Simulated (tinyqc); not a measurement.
What the s* orbital does: sp3s* tight binding with spin-orbit coupling.

sp3s* tight binding, nearest neighbours only: anion (a) at 0, cation (c) at a/4 (1,1,1), orbitals s, px, py, pz, s* on each; k in units of 2 pi/a. With phases e_j = exp(i (pi/2) k.n_j) for n = (1,1,1), (1,-1,-1), (-1,1,-1), (-1,-1,1): g0 = (e1+e2+e3+e4)/4, g1 = (e1+e2-e3-e4)/4, g2 = (e1-e2+e3-e4)/4, g3 = (e1-e2-e3+e4)/4. The diagonal holds the levels Esa, Epa, Exa (s*) and Esc, Epc, Exc. Anion-cation block: <sa|sc> = Vss g0; <sa|xc> = Vsapc g1; <xa|sc> = -Vscpa g1; <xa|xc> = Vxx g0; <xa|yc> = <ya|xc> = Vxy g3, <xa|zc> = <za|xc> = Vxy g2, <ya|zc> = <za|yc> = Vxy g1; <s*a|xc> = Vxapc g1; <xa|s*c> = -Vpaxc g1; y and z take g2 and g3 in place of g1; s-s* and s*-s* vanish.

Spin-orbit coupling acts within the p shell of each atom as (D/3) L.sigma, D = Da or Dc: it puts four states at Ep + D/3 and two at Ep - 2D/3.

Parameters, chosen for this exercise (near a published set for diamond, fitted to gaps, whose masses and valley positions are rough; spin-orbit coupling, where it is added without a refit, lifts the valence top and shrinks all gaps by about a third of the splitting; not measured data):
- Esa = -4.536 eV (s level of the anion)
- Epa = 3.85 eV (p level of the anion)
- Esc = -4.536 eV (s level of the cation)
- Epc = 3.85 eV (p level of the cation)
- Exa = 11.354 eV (s* level of the anion)
- Exc = 11.354 eV (s* level of the cation)
- Vss = -22.788 eV (s-s)
- Vxx = 3.84 eV (px-px)
- Vxy = 11.693 eV (px-py)
- Vsapc = 15.234 eV (s anion, p cation)
- Vscpa = 15.234 eV (s cation, p anion)
- Vxapc = 8.19 eV (s* anion, p cation)
- Vpaxc = 8.19 eV (p anion, s* cation)
- Da = 0.006 eV (atomic spin-orbit splitting, anion)
- Dc = 0.006 eV (the same, cation)

The s* couplings Vxapc and Vpaxc are scaled by f; f = 0 is the plain sp3 model. Gaps from the top of the valence band at Gamma; the Delta value is the minimum on (x,0,0), 0.5 <= x <= 1.

Gaps (eV):

| f | Gamma | Delta | L | x of the minimum |
|---|---|---|---|---|
| 0.00 | 7.6740 | 10.3010 | 11.3420 | 0.500 |
| 0.25 | 7.6740 | 9.3605 | 10.9956 | 0.500 |
| 0.75 | 7.6740 | 6.7148 | 8.9214 | 0.500 |
| 0.90 | 7.6740 | 5.8886 | 8.1348 | 0.551 |
| 1.00 | 7.6740 | 5.3181 | 7.5919 | 0.574 |
| 1.10 | 7.6740 | 4.7412 | 7.0389 | 0.591 |

Give the missing row, f = 0.50.

Computed row:
```
f      Gamma   Delta        L  x of the minimum
0.50  7.6740  8.0489  10.1072             0.500
```

The gap at Gamma stays, since g1 to g3 vanish there. From f = 0 to 1 the s* levels lower the Delta value by 4.983 eV and L by 3.750 eV. For f = 0, 0.25, 0.5 and 0.75 the least value lies at x = 0.5, the end of the range: any valley further out lies above that value until s* has lowered it enough. The lowest of the three is Gamma at f = 0 and the Delta line at f = 1.

Run: tinyqc, `OMP_NUM_THREADS=1 python tinyqc.py 1452094 1452095 out.jsonl`; Intel(R) Xeon(R) Processor @ 2.30GHz, one thread, shared host; about 0.2 s of CPU time with all checks.
